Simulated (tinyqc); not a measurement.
Worked calculation: q-state Potts model on a small periodic square lattice: enumeration, Metropolis, heat-bath and Wolff steps. Computed by tinyqc, a small Python program that keeps every step. Command: `OMP_NUM_THREADS=1 python tinyqc.py 3113765 3113766 out.jsonl potts walk`. One thread of a shared host (Intel(R) Xeon(R) Processor @ 2.30GHz), about 0.08 s of CPU time with the checks. Intermediate numbers are printed to about 6 digits and carried at full precision; extremes and crossings named in words are read from the listed rows.

E = -J x (number of nearest-neighbour bonds with equal states); n x n sites with periodic edges have 2 n^2 bonds. Order parameter m = (q f - 1)/(q - 1), f being the largest share of one state. Sites are numbered row by row from 0. Here q = 3 and n = 3.

Inputs (values chosen for the exercise, for a model of domains or grain orientations): number of states q = 3; edge n = 3; coupling J = 37 meV; temperature T = 460 K; seed = 177298.

Update: heat bath.

Constants: k_B = 8.617333262e-05 eV/K.

## Scales

K = J/(k_B T); the infinite square lattice orders at K_c = ln(1 + sqrt(q)); Wolff bond probability p = 1 - exp(-K).

K = 0.933407

K_c = 1.00505

T_c of the infinite lattice = 427.209 K

p = 0.606788

## Density of states

All q^(n^2) states are counted by their number b of equal bonds; weights g(b) exp(K b), K = J/(k_B T). Per site: u = -J <b>/n^2, c/k_B = K^2 (<b^2> - <b>^2)/n^2.

States by number of equal bonds:
```
b   g(b)  probability
0     12  1.00863e-07
2    540  2.93555e-05
3    936  1.29403e-04
4   3240  1.13917e-03
5   3996  3.57307e-03
6   3348  7.61334e-03
7   3240  1.87373e-02
8   2592  3.81216e-02
9    660  2.46862e-02
10   810  7.70493e-02
11   108  2.61265e-02
12   144  8.85917e-02
14    54  2.14868e-01
18     3  4.99335e-01
```

The most probable level has b = 18 of 18 bonds.

## Exact averages

ln Z = ln sum g(b) exp(K b); entropy per site s/k_B = (ln Z - K <b>)/n^2.

<b> = 14.8440

energy u = -61.0254 meV/site

heat capacity c = 1.25048 k_B/site

entropy s = 0.526544 k_B/site

## Order parameter

The same sums with m: <m> and the Binder ratio U = 1 - <m^4>/(3 <m^2>^2).

<m> = 0.819801

Binder ratio U = 0.601809

## Eight single-site steps

start states:
```
[[2, 2, 1],
 [0, 2, 0],
 [1, 0, 0]]
```

random numbers, one row a step:
```
[[0.1845, 0.6119, 0.4205],
 [0.9824, 0.7155, 0.5429],
 [0.7455, 0.7843, 0.1818],
 [0.2225, 0.2639, 0.7502],
 [0.8748, 0.0793, 0.5060],
 [0.7124, 0.9636, 0.2074],
 [0.2209, 0.8686, 0.7723],
 [0.4464, 0.1147, 0.1861]]
```

Site = floor(r1 n^2). State c is drawn with probability exp(K k_c)/sum exp(K k), k_c the number of neighbours in state c: the first c whose cumulative probability reaches r2; r3 is not used.

Steps:
```
site  old  neighbours in each state    P(old)    P(new)  new
1       2                     1 1 2  0.559778  0.559778    2
8       0                     2 2 0  0.464120  0.464120    1
6       1                     2 1 1  0.220111  0.220111    2
2       1                     1 1 2  0.220111  0.220111    1
7       0                     0 1 3  0.050021  0.127212    1
6       2                     1 2 1  0.220111  0.220111    2
1       2                     0 2 2  0.464120  0.464120    2
4       2                     2 1 1  0.220111  0.559778    0
```

states afterwards:
```
[[2, 2, 1],
 [0, 0, 0],
 [2, 1, 1]]
```

## A longer run and its error bar

After 400 updates are discarded, b is recorded for 4000 sweeps of n^2 steps of the update named (random numbers not printed, so these rows are one sample). Records are averaged in blocks; the error is the scatter of block means over sqrt(number of blocks), and the last column its square over that for single records.

Blocking:
```
block length    mean b     error  variance ratio
1             14.86425  0.057734         1.00000
4             14.86425  0.093369         2.61549
16            14.86425  0.121286         4.41332
40            14.86425  0.137580         5.67875
100           14.86425  0.142456         6.08846
```

The run gives 14.864 +/- 0.138 (blocks of 40) against the exact 14.844, a difference of 0.1 error bars. Single records understate the error by a factor of about 2.4, because successive records are correlated.

## Across the transition

m and U = 1 - <m^4>/(3 <m^2>^2) from the same sums; K = K_c T_c/T.

Exact values for this lattice:
```
T/T_c  share of equal bonds  c (k_B/site)       <m>         U
0.50               0.998601       0.04719  0.998909  0.666444
0.70               0.982993       0.32242  0.985444  0.663094
0.85               0.943806       0.75234  0.947663  0.651693
0.95               0.898668       1.05149  0.900833  0.635291
1.00               0.871061       1.16200  0.871111  0.623767
1.10               0.810163       1.25683  0.803462  0.594241
1.25               0.719837       1.12255  0.699092  0.538551
1.50               0.606977       0.69923  0.563549  0.444315
2.00               0.497909       0.26539  0.429633  0.331377
3.00               0.425694       0.07972  0.343875  0.269760
```

c is largest, 1.26 k_B, at T/T_c = 1.1: on so small a lattice the transition is a broad bump. At T_c the infinite lattice has a share (1 + 1/sqrt(q))/2 = 0.789 of equal bonds, against 0.871 here. <m> stays at 0.34 at 3 T_c, since the largest share among 9 sites always exceeds 1/q on average.

Checks made by the program: number of states (relative difference below 1e-10).
